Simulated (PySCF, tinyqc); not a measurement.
CCD on RHF in the sto-3g basis, for H4, spin multiplicity 1, step by step. The lowest restricted solution is unstable here: a spin-polarised one lies 0.0282 hartree lower (PySCF). One step of it, computed by the program tinyqc.

Task: CCD: starting amplitudes. t_ij^ab = <ij||ab> / (e_i + e_j - e_a - e_b), whose energy is MP2.

orbital energies (hartree): MO1 -0.476081, MO2 -0.348705, MO3 0.203107, MO4 0.460859

Two-electron integrals over orbitals (pq|rs), unique and non-zero (hartree):
```
(11|11) 0.416148    (21|21) 0.172611    (22|11) 0.385527    (22|22) 0.396502
(31|11) -0.059103   (31|22) 0.008414    (31|31) 0.113253    (32|21) 0.077398
(32|32) 0.125275    (33|11) 0.388854    (33|22) 0.393690    (33|31) 0.002218
(33|33) 0.407299    (41|21) 0.029915    (41|32) -0.079634   (41|41) 0.101355
(42|11) 0.063569    (42|22) 0.000026    (42|31) -0.111060   (42|33) -0.002715
(42|42) 0.115563    (43|21) -0.171299   (43|32) -0.080461   (43|41) -0.028548
(43|43) 0.182129    (44|11) 0.433478    (44|22) 0.403721    (44|31) -0.062378
(44|33) 0.413509    (44|42) 0.068515    (44|44) 0.468110
```

Give: Starting amplitudes; correlation energy.

Result:

Starting amplitudes (spin orbitals 1a, 1b, ...; amplitudes related by a flip of all spins are not repeated):
```
from      to        t
2a 2b  3a 3b  -0.1135
1a 1b  3a 3b  -0.0834
1a 2b  3a 4b   0.0746
2a 2b  4a 4b  -0.0714
1a 1b  4a 4b  -0.0541
1a 2b  3b 4a  -0.0535
1a 2a  3a 4a   0.0211
```

correlation energy = -0.063809 hartree
